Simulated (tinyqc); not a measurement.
What each parameter does: type-II superlattice in the two-band Kane model.

Motion along the axis, period d = a + b, c = hbar^2/2m0. Conduction and light-hole bands couple: (E - Ec)(E - Ev) = Ep c k^2 in each layer, with mass m(E) = (E - Ev)/Ep, which may be negative. The conduction envelope psi and psi'/m(E) are continuous; a layer carries them by [[cos kt, (m/k) sin kt], [-(k/m) sin kt, cos kt]] (cosh and sinh for k^2 < 0), and cos(q d) = tr(M_B M_A)/2. C1 is the first miniband above EvB, with its bottom at tr/2 = +1 and its top at -1; the gap is the bottom of C1 less the top heavy-hole level HH1.

Heavy holes are uncoupled: with e = EvB - E, p = sqrt(mhB e/c), w = sqrt(mhA (EvB - EvA - e)/c), the top level HH1 at q = 0 solves (p/mhB) tan(p b/2) = (w/mhA) tanh(w a/2).

Constants: hbar^2/2m0 = 3.80998211 eV angstrom^2.

Values chosen for the exercise (near those of an InAs/GaSb superlattice; not measured data): a = 46 angstrom (layer A); b = 35 angstrom (layer B); EcA = 0 eV (conduction edge of A); EvA = -0.413 eV (valence edge of A); EcB = 0.979 eV (conduction edge of B); EvB = 0.153 eV (valence edge of B); EpA = 14.1 eV (coupling energy in A); EpB = 17.9 eV (coupling energy in B); mhA = 0.35 m0 (heavy hole in A); mhB = 0.27 m0 (heavy hole in B).

Bottom and width of C1, HH1 and the gap.

Results for these values:

| case | C1 (eV) | width (meV) | HH1 (eV) | gap (meV) |
|---|---|---|---|---|
| base | 0.2334 | 58.7 | 0.0885 | 144.9 |

What happens to each result for b = 38 angstrom, all else kept?

Answer: C1 rises from 0.2334 to 0.2380; width falls from 58.7 to 52.1; HH1 rises from 0.0885 to 0.0961; gap falls from 144.9 to 141.9.

The same for each parameter in turn:

| case | C1 (eV) | width (meV) | HH1 (eV) | gap (meV) |
|---|---|---|---|---|
| base | 0.2334 | 58.7 | 0.0885 | 144.9 |
| a = 43 angstrom | 0.2512 | 62.5 | 0.0885 | 162.7 |
| b = 38 angstrom | 0.2380 | 52.1 | 0.0961 | 141.9 |
| EvB = 0.133 eV | 0.2320 | 56.1 | 0.0691 | 162.9 |
| EcB = 1.029 eV | 0.2374 | 54.9 | 0.0885 | 148.9 |
| EvA = -0.443 eV | 0.2290 | 57.1 | 0.0877 | 141.4 |
| EpA = 15.2 eV | 0.2405 | 62.2 | 0.0885 | 151.9 |
| mhB = 0.31 m0 | 0.2334 | 58.7 | 0.0932 | 140.2 |

Program tinyqc; command `OMP_NUM_THREADS=1 python tinyqc.py 1252582 1252583 out.jsonl`; about 0.1 s on one thread of a shared Intel(R) Xeon(R) Processor @ 2.30GHz.
